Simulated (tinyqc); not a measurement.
The sixth-power law: interface roughness in a thin film (subband fluctuation and scattering).

Square well of width t, barriers V0, c = hbar^2/2m0: E1 solves k t + 2 atan[(k/mz)/(kappa/mb)] = pi, k = sqrt(mz E/c), kappa = sqrt(mb (V0 - E)/c). One interface is rough, so the subband edge fluctuates by G dt with G = |dE1/dt| (central difference of 0.01 angstrom; 2 E1/t for hard walls).

Gaussian roughness spectrum S(q) = pi D^2 Lc^2 exp(-q^2 Lc^2/4). Degenerate gas, taken to fill one subband (the second starts to fill once c kF^2/md exceeds E2 - E1, which is not tested here): kF = sqrt(2 pi Ns/gv), q = 2 kF sin(theta/2), 1/tau = (md/(2 pi c hbar)) G^2 times the integral from 0 to pi of S(q)(1 - cos theta)/eps(q)^2 dtheta, eps(q) = 1 + qs/q with screening (qs = gv md q0/(c eps), q0 = e^2/(4 pi eps0), form factors left out, which overstates the screening; other scattering is left out too, so these values lie far above measured mobilities in all but the thinnest films) or 1 without; mobility = tau c2/md with c2 = e/m0 = 1.75882e15 cm^2/(V s^2); 1e12/cm^2 = 1e-4/angstrom^2.

Constants: hbar^2/2m0 = 3.80998211 eV angstrom^2; hbar = 6.58211957e-16 eV s; e^2/(4 pi eps0) = 14.39964547 eV angstrom.

Values chosen for the exercise (near those of a thin Si channel on (100), two-fold valleys; the results hold for these values, not for the real material):
- mz = 0.913 m0 (confinement mass)
- V0 = 3.27 eV (barrier)
- mb = 0.48 m0 (barrier mass)
- md = 0.189 m0 (mass in the plane)
- gv = 2 (valleys)
- D = 1.6 angstrom (rms height of the roughness)
- Lc = 14 angstrom (correlation length)
- Ns = 2 x 1e12/cm^2 (sheet density)
- eps = 7.5 (mean dielectric constant at the channel)
- ts = (19, 24, 29, 34, 42, 54, 71) angstrom (thicknesses)

Screened mobility against thickness for the finite barrier and for hard walls.

Results:
```
t (angstrom)  E1 (meV)  G (meV/angstrom)  mobility (cm^2/(V s))  the same, hard walls
19                96.5             9.334               5.86e+04              3.54e+04
24                62.6             4.878               2.15e+05              1.44e+05
29                43.9             2.861               6.24e+05              4.48e+05
34                32.4             1.818               1.54e+06              1.16e+06
42                21.6             0.991               5.20e+06              4.13e+06
54                13.3             0.478               2.23e+07              1.87e+07
71                 7.8             0.215               1.11e+08              9.64e+07
```

With hard walls G goes as 1/t^3 and the mobility as t^6. With the finite barrier the local exponent is 5.56 at the thin end and 5.84 at the thick end, since the envelope leaks out and softens the dependence. The least value is 5.86e+04 cm^2/(V s). The gate field, which also presses carriers to the interface, is left out. Below about 20 angstrom the effective-mass picture is itself doubtful. Up to t = 24 angstrom G D exceeds half of EF - E1, where the Born rate fails.

Run: tinyqc, `OMP_NUM_THREADS=1 python tinyqc.py 1251935 1251936 out.jsonl`; Intel(R) Xeon(R) Processor @ 2.30GHz, one thread, shared host; about 0.01 s of CPU time with all checks.
